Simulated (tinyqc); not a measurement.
Classical Heisenberg spin chain: exact results, Metropolis, heat-bath and over-relaxation steps, and a Monte Carlo run: one step, computed by the program tinyqc.

E = -J sum_i s_i . s_(i+1) for unit vectors s_i on an open chain; K = J/(k_B T).

Task: Four single-spin steps. The given spins are first normalised. Spins 2 and 3 are updated in turn, with h = K (sum of the two neighbours). Trial spin with z = 2 r1 - 1 and azimuth 2 pi r2; it is accepted if r3 < min(1, exp(h . s_trial - h . s_old)).

Inputs (values chosen for the exercise, for a model chain of large moments): temperature T = 176 K.

Update: Metropolis.

four neighbouring spins (rows; components x, y, z):
```
         1        2        3
1   0.9617  -0.2674  -0.0600
2  -0.7906  -0.1901  -0.5821
3   0.0834   0.1515   0.9849
4   0.4996   0.3973  -0.7697
```

random numbers, one row a step:
```
        1       2       3
1  0.1955  0.8801  0.2152
2  0.2479  0.0025  0.6469
3  0.7283  0.5399  0.7064
4  0.4519  0.2577  0.8774
```

K = 0.5406650

Give: the table «Steps» with the columns |h|, h . s before, h . s trial, acceptance, accepted, x, y, z.

Result:

Steps:

| spin | \|h\| | h . s before | h . s trial | acceptance | accepted | x | y | z |
|---|---|---|---|---|---|---|---|---|
| 2 | 0.757 | -0.7259 | 0.0564 | 1.000 | yes | 0.5785 | -0.5426 | -0.6090 |
| 3 | 0.950 | -0.6975 | 0.8781 | 1.000 | yes | 0.8635 | 0.0136 | -0.5042 |
| 2 | 1.042 | 0.8312 | -0.9595 | 0.167 | no | 0.5785 | -0.5426 | -0.6090 |
| 3 | 0.950 | 0.8781 | -0.0344 | 0.401 | no | 0.8635 | 0.0136 | -0.5042 |
